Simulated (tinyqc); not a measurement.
UHF in the sto-6g basis, for H3, spin multiplicity 2, step by step. This run ends on a higher stationary point, not on the lowest solution. One step of it, computed by the program tinyqc.

Task: Iteration 2: diagonalisation and new density. Diagonalise F' = X^T F X, C = X C', fill 2 alpha and 1 beta electrons from the bottom; D(s) = C_occ C_occ^T. Each column has its largest component positive (the first on a tie).

F(alpha) (hartree):
```
           1H 1s      2H 1s      3H 1s
1H 1s  -0.342653  -0.508888  -0.396835
2H 1s  -0.508888  -0.342653  -0.396835
3H 1s  -0.396835  -0.396835  -0.454690
```

F(beta) (hartree):
```
           1H 1s      2H 1s      3H 1s
1H 1s  -0.218351  -0.428062  -0.399595
2H 1s  -0.428062  -0.218351  -0.399595
3H 1s  -0.399595  -0.399595  -0.030987
```

X:
```
           1H 1s      2H 1s      3H 1s
1H 1s   1.137642  -0.205218  -0.205203
2H 1s  -0.205218   1.137642  -0.205203
3H 1s  -0.205203  -0.205203   1.137634
```

Give: F' = X^T F X; orbital energies; coefficients C; F' = X^T F X; orbital energies; coefficients C; D(alpha) after iteration 2; D(beta) after iteration 2.

Result:

F' = X^T F X (alpha) (hartree):
```
         1        2        3
1  -0.0876  -0.3873  -0.1853
2  -0.3873  -0.0876  -0.1853
3  -0.1853  -0.1853  -0.2896
```

orbital energies (alpha) (hartree): MO1 -0.6602, MO2 -0.1043, MO3 0.2998

coefficients C (alpha):
```
          MO1      MO2      MO3
1H 1s  0.4199  -0.5482   0.9495
2H 1s  0.4199  -0.5482  -0.9495
3H 1s  0.4199   1.0964   0.0000
```

F' = X^T F X (beta) (hartree):
```
         1        2        3
1   0.0597  -0.3185  -0.3266
2  -0.3185   0.0597  -0.3266
3  -0.3266  -0.3266   0.2786
```

orbital energies (beta) (hartree): MO1 -0.5245, MO2 0.3782, MO3 0.5443

coefficients C (beta):
```
          MO1      MO2      MO3
1H 1s  0.4692   0.9495  -0.5066
2H 1s  0.4692  -0.9495  -0.5066
3H 1s  0.3157   0.0000   1.1308
```

D(alpha) after iteration 2:
```
         1H 1s    2H 1s    3H 1s
1H 1s   0.4768   0.4768  -0.4248
2H 1s   0.4768   0.4768  -0.4248
3H 1s  -0.4248  -0.4248   1.3784
```

D(beta) after iteration 2:
```
        1H 1s   2H 1s   3H 1s
1H 1s  0.2202  0.2202  0.1481
2H 1s  0.2202  0.2202  0.1481
3H 1s  0.1481  0.1481  0.0996
```
